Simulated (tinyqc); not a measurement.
Worked calculation: coherent transport through a tight-binding region between two chains. Computed by tinyqc, a small Python program that keeps every step. Settings: temperature = 4, mu = 0.49. Command: `OMP_NUM_THREADS=1 python tinyqc.py 28622 28623 out.jsonl` (the two numbers bound the seeds that draw the settings). One thread of a shared host (Intel(R) Xeon(R) Processor @ 2.60GHz), about 0.07 s of CPU time with the checks.

## Transmission at E = -0.18 eV

H of the central region (eV):
```
           1          2
1   0.000000  -1.550000
2  -1.550000   0.000000
```

Leads: semi-infinite chains with site energy 0:
```
parameter                           value
lead hopping t (eV)              2.870000
coupling to the left lead (eV)   0.740000
coupling to the right lead (eV)  0.220000
left contact site                       1
right contact site                      2
```

E = -0.180000 eV

Surface Green function g = (E - i sqrt(4 t^2 - E^2)) / (2 t^2); self-energy tc^2 g on each contact site; G = (E - H - Sigma)^(-1); Gamma = -2 Im Sigma; T = Gamma_L Gamma_R |G_LR|^2; local density of states -Im G_ii / pi.

g = -0.010926-0.348261i 1/eV

G (1/eV):
```
                    1                   2
1  0.075454-0.008280i  0.652614-0.010213i
2  0.652614-0.010213i  0.072012-0.081442i
```

local density of states (1/eV): 0.002635  0.025924

transmission = 0.005478

## Transmission across the band

The same steps on a grid of energies.

T(E):
```
E (eV)              T
-5.45300000  4.37e-06
-4.90770000  0.000019
-4.36240000  0.000051
-3.81710000  0.000127
-3.27180000  0.000332
-2.72650000  0.001045
-2.18120000  0.005367
-1.63590000  0.210100
-1.09060000  0.018238
-0.54530000  0.006805
0.00000000   0.005343
0.54530000   0.006805
1.09060000   0.018238
1.63590000   0.210100
2.18120000   0.005367
2.72650000   0.001045
3.27180000   0.000332
3.81710000   0.000127
4.36240000   0.000051
4.90770000   0.000019
5.45300000   4.37e-06
```

levels of the isolated region (eV): -1.550000  1.550000

## Current

I = (2e/h) int T(E) [f(E - mu - V/2) - f(E - mu + V/2)] dE at 4 K with mu = 0.49 eV, the bias not changing H; 2e^2/h = 77.48092 microsiemens; the integral runs over the band on 4001 points.

Current:
```
V (volt)  I (microampere)
0.010000         0.004847
0.050000         0.024934
0.100000         0.050361
0.200000         0.100744
0.400000         0.204413
0.800000         0.434911
```
